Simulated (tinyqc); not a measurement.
Approximations against the iterative solution: electron mobility of a polar semiconductor by Rode's iterative solution of the Boltzmann equation. Computed by tinyqc, a small Python program. Command: `OMP_NUM_THREADS=1 python tinyqc.py 3007332 3007333 out.jsonl rode walk`. One thread of a shared host (Intel(R) Xeon(R) Processor @ 2.30GHz), about 0.01 s of CPU time with the checks.

The distribution is f(E) + e F l(E) (-df/dE) cos(theta) for a weak field F, theta counted from the force; l(E) is a mean free path. Elastic processes enter by their momentum rate, polar optical phonons by out- and in-scattering terms. One valley only: where upper valleys lie close, measured mobilities are lower. The density n is prescribed, even where a narrow-gap material would have more intrinsic carriers.

Inputs (values chosen for the exercise, for a model polar semiconductor): effective mass m = 0.089 m_0; non-parabolicity alpha = 0.63 1/eV; static permittivity eps_s = 15.5; high-frequency permittivity eps_inf = 9.96; density rho = 3410 kg/m^3; sound velocity v_l = 6770 m/s; acoustic deformation potential D_A = 5.4 eV; optical phonon energy hbar w = 40.5 meV; piezoelectric coupling K = 0.037; electron density n = 1.8e+18 1/cm^3; compensation ratio C = 0.36; temperature T = 400 K; grid points per phonon energy s = 6; iteration cap = 200.

Band: Kane. Elastic processes: acoustic, piezoelectric, impurity.

Constants: k_B = 8.617333262e-05 eV/K; m_0 = 9.1093837015e-31 kg; e = 1.602176634e-19 C; hbar = 1.054571817e-34 J s; eps_0 = 8.8541878128e-12 F/m; k_B = 1.380649e-23 J/K; hbar = 6.582119569e-16 eV s.

Method:
- Kane band: hbar^2 k^2/(2 m) = E (1 + alpha E), speed v = hbar k/(m (1 + 2 alpha E)), states per spin, volume and energy g(E) = m k (1 + 2 alpha E)/(2 pi^2 hbar^2); overlap factors are set to 1. Masses are multiplied by m_0 and all formulas are in SI units.
- The reduced Fermi level eta = E_F/(k_B T) solves n = 2 Z int g f dE with f = 1/(1 + exp(x - eta)) (Z = 1 unless valleys are given); screening length L_s = sqrt(eps_s eps_0 k_B T/(e^2 dn/deta)), dn/deta = 2 Z int g f (1 - f) dE.
- Integrals over x = E/(k_B T) use 160 Gauss-Legendre points in u = sqrt(x) from 0 to sqrt(max(eta, 0) + 32).
- N_I = n (1 + C)/(1 - C).
- Phonon occupation N_q = 1/(exp(hbar w/(k_B T)) - 1).
- Acoustic deformation potential (elastic, equipartition, absorption and emission together): 1/tau = 2 pi k_B T D_A^2 g(E)/(hbar rho v_l^2).
- Piezoelectric (elastic, unscreened, momentum relaxation): 1/tau = e^2 K^2 k_B T m (1 + 2 alpha E)/(2 pi eps_s eps_0 hbar^3 k), with alpha = 0 for a parabolic band.
- Singly charged impurities, momentum relaxation: 1/tau = N_I e^4 m (1 + 2 alpha E) Phi/(8 pi (eps_s eps_0)^2 hbar^3 k^3), with alpha = 0 for a parabolic band.
- Brooks-Herring: Phi = ln(1 + b) - b/(1 + b), b = 4 k^2 L_s^2.
- Polar optical, unscreened: W = e^2 w (1/eps_inf - 1/eps_s) m (1 + 2 alpha E') ln|(k + k')/(k - k')| / (4 pi eps_0 hbar^2 k), times N_q for absorption (E' = E + hbar w) and N_q + 1 for emission (E' = E - hbar w > 0), with alpha = 0 for a parabolic band; mean cosine of the angle <cos> = (k^2 + k'^2)/(2 k k') - 1/ln|(k + k')/(k - k')|.
- Energy grid E_j = (j + 1/2) hbar w/s, j = 0, 1, ..., up to (max(eta, 0) + 18) k_B T, so that E_j +/- hbar w are grid points; l = 0 beyond the grid; integrals are sums times the spacing.
- With f' = f(E'): out-scattering S_o = sum over absorption and emission of W (1 - f')/(1 - f); nu = sum of elastic rates; the in-scattering weights are c+ = W_abs <cos> (1 - f')/(1 - f) for E' = E + hbar w and c- likewise for emission.
- Iteration: l_new(E) = [v(E) + c+ l(E + hbar w) + c- l(E - hbar w)]/(nu + S_o), from l = 0.
- mu = e sum g v l f (1 - f) / (3 k_B T sum g f) over the grid; stop when mu changes by less than 1e-8 of itself.
- Self-energy RTA: l = v/(nu + S_o), the first iteration. Momentum RTA: l = v/(nu + S_o - c+ v(E + hbar w)/v - c- v(E - hbar w)/v), listed only where the denominator is positive on the whole grid. The polar-only value solves the same system with nu = 0; the elastic value takes l = v/nu.

reduced Fermi level eta = 1.01079

ionised impurity density N_I = 3.82500e+18 1/cm^3

screening length L_s = 4.97237 nm

mobility mu = 811.336 cm^2/(V s)

Mobilities:
```
method                              mu (cm^2/(V s))  deviation (%)
iterative solution                            811.3           0.00
self-energy RTA                               468.6         -42.24
momentum RTA                                  816.3           0.61
polar phonons alone, exact                   1433.9          76.73
elastic processes alone                      2327.2         186.84
Matthiessen's rule on the last two            887.2           9.35
```

self-energy RTA mobility = 468.61 cm^2/(V s)

polar-phonon mobility = 1433.9 cm^2/(V s)

elastic mobility = 2327.2 cm^2/(V s)

error of the self-energy RTA = -42.242 %

The self-energy RTA is 42.2 % low: it counts every polar event as a full loss of current, though forward events keep part of it. Here hbar w/k_B T = 1.17. Matthiessen's rule is 9.4 % high. The momentum RTA deviates by +0.6 %. Caution: the gas is degenerate, and screening of the polar coupling, left out here, would raise the mobility.
